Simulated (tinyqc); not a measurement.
Thermionic emission over a Gaussian spread of barriers: effect of temperature.

Metal on an n-type semiconductor with one parabolic valley; V > 0 is forward bias (metal positive). Patches of barrier height b are spread as a Gaussian with mean phi - r2 V and variance sg^2 + r3 V; each carries A* T^2 exp(-b/Vt) [exp(V/Vt) - 1].

A* = 4 pi q me m0 kB^2/h^3 (times 1e-4 for A/(cm^2 K^2)). The mean of exp(-b/Vt) gives the apparent barrier phi_ap(V) = phi - r2 V - (sg^2 + r3 V)/(2 Vt), J = A* T^2 exp(-phi_ap/Vt) [exp(V/Vt) - 1], and 1/n = 1 + r2 + r3/(2 Vt). J0 = A* T^2 exp(-phi_ap(0)/Vt); the current at zero bias is centred on b = phi - sg^2/Vt.

Values chosen for this exercise; band and dielectric values close to those of indium phosphide: electron mass me = 0.079 m0; barrier height seen from the metal phi = 0.58 eV; standard deviation of the barrier heights sg = 0.032 eV; shift of the mean barrier per volt, with its sign reversed (rho2) r2 = -0.006; change of sg^2 per volt (rho3) r3 = -0.0015 V.

Constants: q = 1.602176634e-19 C, kB = 1.380649e-23 J/K, h = 6.62607015e-34 J s, m0 = 9.1093837015e-31 kg, Vt = kB T/q. Results are converted to the units shown.

Effect of temperature:
```
T (K)  phi_ap(0) (eV)      n  J0 (A/cm^2)  barrier that carries most current (eV)
100            0.5206  1.103    5.510e-22                                  0.4612
140            0.5376  1.073    8.286e-15                                  0.4951
180            0.5470  1.057    1.489e-10                                  0.5140
220            0.5530  1.048     9.869e-8                                  0.5260
260            0.5571  1.041     1.018e-5                                  0.5343
300            0.5602  1.036     3.318e-4                                  0.5404
350            0.5630  1.032     0.009086                                  0.5460
400            0.5651  1.029       0.1151                                  0.5503
```

Read the table: what changes, and by how much?

The apparent barrier rises from 0.521 to 0.565 eV and n falls from 1.10 to 1.03. A Richardson plot, ln(J0/T^2) against 1/Vt, has the slope -0.478 eV between the first two rows and -0.548 eV between the last two, against phi = 0.58 eV: the plot bends, because cold electrons seek the low patches. In 1 of the 8 rows sg exceeds 3 Vt, so the current comes from more than three deviations below the mean, a tiny share of the area that a Gaussian of independent patches describes poorly.

Program tinyqc, `OMP_NUM_THREADS=1 python tinyqc.py 2640086 2640087 out.jsonl`; Intel Xeon 2.30GHz, shared host, one thread, about 0.01 s.
